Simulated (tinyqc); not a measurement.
Capillary instabilities by surface diffusion: grooving and agglomeration of films, edge retraction, wire break-up and smoothing of roughness: one step, computed by the program tinyqc.

Isotropic surface energy; shapes change by surface diffusion alone.

Task: Break-up of a free wire. A wire with r + A cos(k z) has dA/dt = (B/r^4) (kr)^2 [1 - (kr)^2] A: unstable for wavelengths above 2 pi r, fastest at kr = 1/sqrt 2 with the rate B/(4 r^4); break-up time about (4 r^4/B) ln(r/A0); each wavelength makes a sphere of radius (3 r^2 lambda_m/4)^(1/3).

Inputs (values chosen for the exercise, of the order of those of a cobalt film):
```
quantity                    value  unit
temperature T                 930     K
time t                         29     s
wire radius r                  23    nm
initial ripple over radius   0.05     -
```

B = 3788.776 nm^4/s

Give: fastest wavelength; break-up time; radius of the spheres; t over the break-up time.

Result:

fastest wavelength = 204.4 nm

break-up time = 885.1 s

radius of the spheres = 43.28 nm

t over the break-up time = 0.03277

The wire survives t. Caution: faceting can stabilise wires along low-index directions.
